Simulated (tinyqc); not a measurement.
Absorption edge of a degenerate semiconductor, band filling against gap narrowing: two steps of the calculation.

n-type, parabolic bands, full ionisation. eta = (EF - Ec)/kB T solves N = Nc F12(eta), F12(x) = (2/sqrt(pi)) int_0^infinity sqrt(u)/(1 + exp(u - x)) du. The gap shrinks rigidly by dEg = a3 y^(1/3) + a4 y^(1/4) + a2 y^(1/2), y = N/1e18 cm^-3, an empirical law that is here taken as the true narrowing.

Values chosen for this exercise; band and dielectric values close to those of gallium nitride: temperature T = 300 K; band gap Eg = 3.42 eV; conduction-band density of states at 300 K, from me Nc = 2.28e18 cm^-3; electron mass me = 0.202 m0; hole mass mh = 1.01 m0; ionised donor density N = 1e19 cm^-3; coefficient of (N/1e18)^(1/3) a3 = 10.6 meV; coefficient of (N/1e18)^(1/4) a4 = 10.5 meV; coefficient of (N/1e18)^(1/2) a2 = 3.4 meV.

Constants: q = 1.602176634e-19 C, kB = 1.380649e-23 J/K, h = 6.62607015e-34 J s, c = 299792458 m/s, Vt = kB T/q. Results are converted to the units shown.

Problem 1. Fermi level. Newton step on ln F12(eta) = ln(N/Nc): eta(new) = eta - ln(Nc F12/N) F12/Fm, Fm(x) = dF12/dx = (1/sqrt(pi)) int_0^infinity u^(-1/2)/(1 + exp(u - x)) du.

eta at the start (Boltzmann value) = 1.4784

Give: F12; Fm; eta after iteration 1.

Solution 1.

F12 = 2.1180
Fm = 1.2398
eta after iteration 1 = 2.7220

Problem 2. The optical edge. Vertical transitions need an empty final state: the edge is taken where the state lies 4 kB T below EF, E_opt = Eg - dEg + (1 + me/mh) max(eta - 4, 0) kB T; wavelength h c/(q E_opt).

converged eta = 2.9448984

Wanted: dEg; EF - Ec; filling shift; E_opt; wavelength.

Solution 2.

dEg = 52.261 meV
EF - Ec = 76.132 meV
filling shift = 0 meV
E_opt = 3.3677 eV
wavelength = 368.15 nm

The edge lies 52.3 meV below the undoped gap: narrowing outweighs filling.

Range of the model: Band tails, non-parabolic bands and incomplete ionisation are left out.

tinyqc, about 0.01 s, one thread, Intel Xeon 2.30GHz (shared host): `OMP_NUM_THREADS=1 python tinyqc.py 2330059 2330060 out.jsonl`
